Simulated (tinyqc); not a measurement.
Charge control and current of a heterostructure field-effect transistor: one step, computed by the program tinyqc.

Two subbands in a triangular well; E_F is counted from the conduction band edge of the channel at the interface.

Task: Threshold and barrier capacitance. Threshold V_T = phi_B - dE_c - sigma d/(eps eps_0) (in volts); C_b = eps eps_0/d.

Inputs (values chosen for the exercise, modelled on AlGaN/GaN):
```
quantity                                  value    unit
permittivity eps (barrier and channel)     9.53       -
barrier thickness d                          34      nm
Schottky barrier phi_B                      1.1      eV
conduction band offset dE_c                0.49      eV
polarisation charge sigma/e             1.6e+13  1/cm^2
```

Charge source: polarisation. Velocity law: two-piece.

Constants: e = 1.602176634e-19 C; eps_0 = 8.8541878128e-12 F/m.

Give: threshold voltage V_T; barrier capacitance C_b.

Result:

threshold voltage V_T = -9.719 V

barrier capacitance C_b = 0.2482 microfarad/cm^2

The device is normally on.
